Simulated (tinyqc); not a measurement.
Worked calculation: sp3 tight binding, zinc-blende lattice. Computed by tinyqc, a small Python program that keeps every step. Command: `OMP_NUM_THREADS=1 python tinyqc.py 28798 28799 out.jsonl` (the two numbers bound the seeds that draw the settings). One thread of a shared host (Intel(R) Xeon(R) Processor @ 2.60GHz), about 0.01 s of CPU time with the checks.

## Bloch Hamiltonian at k

Parameters chosen for this model: zinc-blende lattice, anion at 0, cation at a/4 (1,1,1); V = eta hbar^2 / (m d^2), hbar^2/m = 7.619964 eV angstrom^2:
```
parameter          value      unit
a               6.530000  angstrom
d               2.827573  angstrom
Es anion      -16.430000        eV
Ep anion       -8.300000        eV
Es cation     -14.310000        eV
Ep cation      -7.200000        eV
eta ss         -1.320000
eta sp          1.420000
eta pp sigma    2.220000
eta pp pi      -0.630000
V ss           -1.258054        eV
V sp            1.353361        eV
V pp sigma      2.115818        eV
V pp pi        -0.600435        eV
```

k point k (2 pi / a): [0.110000, 0.590000, 0.220000]

Slater-Koster rules over the four bonds with direction cosines (l, m, n): ss V_ss; s-px l V_sp; px-s -l V_sp; px-px l^2 V_pps + (1 - l^2) V_ppp; px-py l m (V_pps - V_ppp); each times exp(i k.d).

H(k) at k (eV), order a s, a px, a py, a pz, c s, c px, c py, c pz:
$$\begin{pmatrix}
-16.430000 & 0.000000 & 0.000000 & 0.000000 & -2.800487+0.234364i & -0.834027+0.303565i & -0.109290+2.316599i & -0.404311+0.626205i \\
0.000000 & -8.300000 & 0.000000 & 0.000000 & 0.834027-0.303565i & 0.678906-0.056816i & -0.468502+0.725625i & -0.126642+2.684397i \\
0.000000 & 0.000000 & -8.300000 & 0.000000 & 0.109290-2.316599i & -0.468502+0.725625i & 0.678906-0.056816i & -0.966442+0.351761i \\
0.000000 & 0.000000 & 0.000000 & -8.300000 & 0.404311-0.626205i & -0.126642+2.684397i & -0.966442+0.351761i & 0.678906-0.056816i \\
-2.800487-0.234364i & 0.834027+0.303565i & 0.109290+2.316599i & 0.404311+0.626205i & -14.310000 & 0.000000 & 0.000000 & 0.000000 \\
-0.834027-0.303565i & 0.678906+0.056816i & -0.468502-0.725625i & -0.126642-2.684397i & 0.000000 & -7.200000 & 0.000000 & 0.000000 \\
-0.109290-2.316599i & -0.468502-0.725625i & 0.678906+0.056816i & -0.966442-0.351761i & 0.000000 & 0.000000 & -7.200000 & 0.000000 \\
-0.404311-0.626205i & -0.126642-2.684397i & -0.966442-0.351761i & 0.678906+0.056816i & 0.000000 & 0.000000 & 0.000000 & -7.200000
\end{pmatrix}$$

## Levels at k

Diagonalise the Hermitian matrix.

eigenvalues (eV): [-18.920722, -13.804634, -10.885995, -10.616435, -7.669315, -6.065312, -4.817145, -4.460443]

weights |c|^2 of the basis functions, order a s, a px, a py, a pz, c s, c px, c py, c pz:
$$\begin{pmatrix}
0.646207 & 0.248592 & 0.004631 & 0.003947 & 0.062904 & 0.028733 & 0.000869 & 0.004117 \\
0.000826 & 0.030276 & 0.344285 & 0.157639 & 0.087226 & 0.014836 & 0.163594 & 0.201318 \\
0.012692 & 0.111933 & 0.061703 & 0.050265 & 0.476717 & 0.232972 & 0.001608 & 0.052109 \\
0.001176 & 0.022372 & 0.173613 & 0.381454 & 0.016555 & 0.006883 & 0.239844 & 0.158104 \\
0.310673 & 0.509488 & 0.008348 & 0.006637 & 0.152539 & 0.007578 & 0.000729 & 0.004009 \\
0.002398 & 0.020481 & 0.214738 & 0.129171 & 0.047033 & 0.061470 & 0.249367 & 0.275343 \\
0.023597 & 0.045299 & 0.046540 & 0.031765 & 0.148061 & 0.625939 & 0.002267 & 0.076533 \\
0.002431 & 0.011559 & 0.146143 & 0.239124 & 0.008965 & 0.021590 & 0.341722 & 0.228467
\end{pmatrix}$$

## Bloch Hamiltonian at X

k point X (2 pi / a): [1, 0, 0]

As before.

H(k) at X (eV), order a s, a px, a py, a pz, c s, c px, c py, c pz:
$$\begin{pmatrix}
-16.430000 & 0.000000 & 0.000000 & 0.000000 & 0.000000 & 0.000000+3.125453i & 0.000000 & 0.000000 \\
0.000000 & -8.300000 & 0.000000 & 0.000000 & 0.000000-3.125453i & 0.000000 & 0.000000 & 0.000000 \\
0.000000 & 0.000000 & -8.300000 & 0.000000 & 0.000000 & 0.000000 & 0.000000 & 0.000000+3.621670i \\
0.000000 & 0.000000 & 0.000000 & -8.300000 & 0.000000 & 0.000000 & 0.000000+3.621670i & 0.000000 \\
0.000000 & 0.000000+3.125453i & 0.000000 & 0.000000 & -14.310000 & 0.000000 & 0.000000 & 0.000000 \\
0.000000-3.125453i & 0.000000 & 0.000000 & 0.000000 & 0.000000 & -7.200000 & 0.000000 & 0.000000 \\
0.000000 & 0.000000 & 0.000000 & 0.000000-3.621670i & 0.000000 & 0.000000 & -7.200000 & 0.000000 \\
0.000000 & 0.000000 & 0.000000-3.621670i & 0.000000 & 0.000000 & 0.000000 & 0.000000 & -7.200000
\end{pmatrix}$$

## Levels at X

As before.

eigenvalues (eV): [-17.388749, -15.640722, -11.413194, -11.413194, -6.969278, -6.241251, -4.086805, -4.086805]

## Bands along a path

The same steps at evenly spaced points between the labelled ones.

Bands along the path (eV):
```
k             band 1      band 2      band 3      band 4     band 5     band 6     band 7     band 8
L         -18.631007  -14.570474  -10.232494  -10.232494  -8.879776  -5.267506  -5.267506  -4.158743
L-G 0.20  -18.902976  -14.159570  -10.146932  -10.146932  -8.858185  -5.353068  -5.353068  -4.319269
L-G 0.40  -19.469438  -13.184114   -9.906912   -9.906912  -8.810968  -5.593088  -5.593088  -4.775480
L-G 0.60  -20.013890  -11.994248   -9.566930   -9.566930  -8.792769  -5.933070  -5.933070  -5.439093
L-G 0.80  -20.383293  -10.848560   -9.236010   -9.236010  -8.900673  -6.263990  -6.263990  -6.107475
G         -20.512644  -10.227356   -9.088182   -9.088182  -9.088182  -6.411818  -6.411818  -6.411818
G-X 0.20  -20.339331  -10.951070   -9.453271   -9.453271  -8.552982  -6.396617  -6.046729  -6.046729
G-X 0.40  -19.833153  -12.179069  -10.160020  -10.160020  -7.871769  -6.356009  -5.339980  -5.339980
G-X 0.60  -19.038659  -13.530103  -10.816191  -10.816191  -7.367495  -6.303743  -4.683809  -4.683809
G-X 0.80  -18.060748  -14.852416  -11.258361  -11.258361  -7.067753  -6.259083  -4.241639  -4.241639
X         -17.388749  -15.640722  -11.413194  -11.413194  -6.969278  -6.241251  -4.086805  -4.086805
X-W 0.20  -17.388749  -15.640722  -11.413194  -11.413194  -6.969278  -6.241251  -4.086805  -4.086805
X-W 0.40  -17.388749  -15.640722  -11.413194  -11.413194  -6.969278  -6.241251  -4.086805  -4.086805
X-W 0.60  -17.388749  -15.640722  -11.413194  -11.413194  -6.969278  -6.241251  -4.086805  -4.086805
X-W 0.80  -17.388749  -15.640722  -11.413194  -11.413194  -6.969278  -6.241251  -4.086805  -4.086805
W         -17.388749  -15.640722  -11.413194  -11.413194  -6.969278  -6.241251  -4.086805  -4.086805
```

With 4 band(s) filled, the highest filled level on these points lies at G and the lowest empty one at G: the bands touch or overlap, so there is no gap.
